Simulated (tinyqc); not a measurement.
Substrate current against gate voltage: lateral field, substrate current, probability of reaching the oxide barrier and hot-carrier lifetime of a silicon transistor (pseudo-two-dimensional and lucky-electron models). Computed by tinyqc, a small Python program. Command: `OMP_NUM_THREADS=1 python tinyqc.py 3000228 3000229 out.jsonl hotcar walk`. One thread of a shared host (Intel(R) Xeon(R) Processor @ 2.30GHz), about 0.01 s of CPU time with the checks.

Local-field models: a lucky carrier gains its energy at the peak field over a path free of collisions. Voltages are magnitudes.

Inputs (values chosen for the exercise, modelled on a silicon n-channel):

| quantity | value | unit |
|---|---|---|
| channel length L | 820 | nm |
| oxide thickness t | 17 | nm |
| junction depth x_j | 180 | nm |
| mobility mu | 320 | cm^2/(V s) |
| saturation velocity v_s | 0.84 | 1e7 cm/s |
| threshold voltage V_T | 0.76 | V |
| drain voltage V_D | 3.8 | V |
| ionisation prefactor A_i | 2.2e+06 | 1/cm |
| ionisation field B_i | 1.77 | MV/cm |
| hot-carrier mean free path lambda | 8.1 | nm |
| oxide barrier phi_b | 3.1 | eV |
| interface-trap threshold phi_it | 3.6 | eV |
| lifetime constant H | 30 | s microampere/micrometre |

Drain: abrupt.

Constants: eps_0 = 8.8541878128e-12 F/m.

Method:
- C_ox = 3.9 eps_0/t; F_sat = 2 v_s/mu; V_Dsat = V_ov F_sat L/(V_ov + F_sat L), V_ov = V_G - V_T; I_D/W = C_ox v_s (V_ov - V_Dsat).
- Scale length l = 0.22 t^(1/3) x_j^(1/2) (all in cm); F_m = sqrt(((V_D - V_Dsat)/l_e)^2 + F_sat^2), with l_e = l; length of the velocity-saturated region l_e ln((V_D - V_Dsat)/(l_e F_sat) + F_m/F_sat).
- Substrate current I_sub/I_D = (A_i/B_i)(V_D - V_Dsat) exp(-B_i/F_m); probability of reaching the oxide barrier exp(-phi_b/(e lambda F_m)); lifetime tau = (H/(I_D/W)) exp(phi_it/(e lambda F_m)).

At the given drain voltage:

| V_G (V) | V_Dsat (V) | I_D/W (microampere/micrometre) | F_m (kV/cm) | I_sub/W (microampere/micrometre) | tau (s) |
|---|---|---|---|---|---|
| 0.93 | 0.1635 | 1.10 | 330.63 | 0.02357 | 1.8743e+07 |
| 1.10 | 0.3151 | 4.25 | 317.21 | 0.06939 | 8.5913e+06 |
| 1.40 | 0.5572 | 14.13 | 295.80 | 0.14352 | 7.1156e+06 |
| 1.70 | 0.7715 | 28.74 | 276.88 | 0.18112 | 9.7658e+06 |
| 2.10 | 1.0219 | 54.27 | 254.85 | 0.18051 | 2.0718e+07 |
| 2.60 | 1.2890 | 94.01 | 231.44 | 0.13997 | 6.9820e+07 |
| 3.20 | 1.5573 | 150.61 | 208.05 | 0.08479 | 3.7728e+08 |
| 3.70 | 1.7470 | 203.56 | 191.63 | 0.05060 | 1.7414e+09 |
| 4.20 | 1.9121 | 260.70 | 177.42 | 0.02844 | 8.7145e+09 |

What does the comparison show, and why?

I_sub peaks at V_G = 1.7 V, 0.45 V_D: a higher gate voltage brings more carriers but raises V_Dsat and so lowers F_m. The shortest lifetime among the rows lies at V_G = 1.4 V, below that of the largest I_sub, since tau depends more steeply on the field.

Extremes, crossings and ranges named in words are read from the listed rows.
